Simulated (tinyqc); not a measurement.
# Heated strip on a layer stack, thermal resistances with spreading: effects of single changes

A long strip of width ws dissipates Pw per length on three layers over a heat sink. Heat is taken to spread at 45 degrees, so the width of the flow grows by twice the depth: w1 = ws + 2 t1, w2 = w1 + 2 t2, w3 = w2 + 2 t3 at the bottoms of the layers. This is a rule of thumb, not a solution of the heat equation.

Parameters, values chosen for the exercise; conductivities close to those of gallium nitride (layer 1), sapphire (layer 2) and solder (layer 3):
- T0 = 300 K (heat-sink temperature)
- ws = 10 um (width of the heated strip)
- Pw = 0.4 W/mm (power per length of the strip)
- t1 = 2.3 um (thickness of layer 1)
- k1 = 147 W/(m K) (conductivity of layer 1)
- Rb = 3.3 m^2 K/GW (boundary resistance between layers 1 and 2)
- t2 = 200 um (thickness of layer 2)
- k2 = 32.9 W/(m K) (conductivity of layer 2 at 300 K)
- p = 1.2 (exponent in k2(T) = k2 (300 K/T)^p)
- t3 = 20 um (thickness of layer 3)
- k3 = 52.1 W/(m K) (conductivity of layer 3)

Each table varies one quantity; the others keep the values above.

## Effect of the heat-sink temperature

Resistances times length: layer i, ln(w_i/w_(i-1))/(2 k_i) with w0 = ws; boundary, Rb/w1. From the sink upward: Ta = T0 + Pw R3; across layer 2 the Kirchhoff transform gives Tb^(1-p) = Ta^(1-p) + (1 - p)(300 K)^(-p) Pw R2; Tc = Tb + Pw Rboundary; Tj = Tc + Pw R1. The share is that of R1 + Rboundary in the sum of the four resistances.

The same in every row: sum of resistances (K mm/W) = 53.25; share of layer 1 and boundary (%) = 2.842.

Effect of the heat-sink temperature:
```
T0 (K),Tj - T0 (K),(Tj - T0)/Pw (K mm/W)
250,17.99,44.99
280,20.49,51.22
310,23.04,57.61
340,25.65,64.12
370,28.30,70.75
400,31.00,77.50
430,33.74,84.36
```

Read the table: what changes, and by how much?

As T0 goes from 250 to 430 K, Tj - T0 rises from 18.0 to 33.7 K, on average as T0^(1.16), and the share of layer 1 and the boundary stays at 2.84 %. The apparent resistance grows from 45.0 to 84.4 K mm/W because k2 falls as layer 2 warms.

## Effect of the thickness of layer 1

Same model as above.

Effect of the thickness of layer 1:
```
t1 (um),sum of resistances (K mm/W),share of layer 1 and boundary (%),Tj - T0 (K),(Tj - T0)/Pw (K mm/W)
0.23,57.132,0.81996,23.917,59.793
0.41,56.735,1.0101,23.739,59.348
0.74,56.042,1.3506,23.429,58.573
1.3,54.957,1.9069,22.945,57.362
2.4,53.096,2.9314,22.116,55.290
4.3,50.486,4.5324,20.960,52.400
7.7,46.994,7.0233,19.425,48.563
14,42.619,10.858,17.520,43.801
```

As t1 goes from 0.23 to 14 um, Tj - T0 falls from 23.9 to 17.5 K, on average as t1^(-0.08), and the share of layer 1 and the boundary rises from 0.820 to 10.9 %.

## Effect of the width of the heated strip

Same model as above.

Effect of the width of the heated strip:
```
ws (um),sum of resistances (K mm/W),share of layer 1 and boundary (%),Tj - T0 (K),(Tj - T0)/Pw (K mm/W)
0.3,78.167,13.016,32.811,82.026
0.62,74.921,10.516,31.469,78.672
1.3,70.909,8.0443,29.781,74.453
2.7,65.854,5.8237,27.621,69.053
5.6,59.400,3.9782,24.839,62.097
12,51.160,2.5460,21.285,53.211
24,42.710,1.6667,17.663,44.158
50,33.379,1.0779,13.707,34.268
```

What does the table show?

As ws goes from 0.3 to 50 um, Tj - T0 falls from 32.8 to 13.7 K, on average as ws^(-0.17), and the share of layer 1 and the boundary falls from 13.0 to 1.08 %.

tinyqc, about 0.01 s, one thread, Intel Xeon 2.30GHz (shared host): `OMP_NUM_THREADS=1 python tinyqc.py 2520016 2520017 out.jsonl`
